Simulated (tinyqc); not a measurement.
KAI against NLS in time: switching kinetics of a ferroelectric film and the memory window of a ferroelectric gate stack. Computed by tinyqc, a small Python program. Command: `OMP_NUM_THREADS=1 python tinyqc.py 3008375 3008376 out.jsonl feswitch walk`. One thread of a shared host (Intel(R) Xeon(R) Processor @ 2.30GHz), about 0.01 s of CPU time with the checks.

Fields in MV/cm; 1 microcoulomb/cm^2 over eps_0 is 11.29409 MV/cm. In the stack (metal, ferroelectric, interlayer, channel) the channel is taken as a conductor.

Inputs (values chosen for the exercise, for a model hafnia-based film): dimension n = 2; half width w of log10 t = 0.97.

Method. KAI: 1 - exp[-(t/t1)^n]. NLS: the same kernel averaged over the Lorentzian F = (1/pi) w/[(z - log10 t1)^2 + w^2] in z = log10 tau.

Switched share:

| log10(t/t1) | KAI | NLS |
|---|---|---|
| -3.0 | 0.0000 | 0.10452 |
| -2.0 | 0.0001 | 0.15467 |
| -1.0 | 0.0100 | 0.27357 |
| -0.5 | 0.0952 | 0.38794 |
| -0.2 | 0.3284 | 0.47535 |
| 0.0 | 0.6321 | 0.53670 |
| 0.2 | 0.9189 | 0.59612 |
| 0.5 | 1.0000 | 0.67461 |
| 1.0 | 1.0000 | 0.76852 |
| 2.0 | 1.0000 | 0.86213 |
| 3.0 | 1.0000 | 0.90360 |

What follows from these numbers?

KAI goes from 10 to 90 % within 0.67 decades of time; a Lorentzian of this width needs about 2 w tan(0.4 pi) = 6.0 decades. Three decades after t1, 9.6 % of the NLS film has not switched, and three decades before it 10.5 % already has: the tails set write margins and disturb errors.
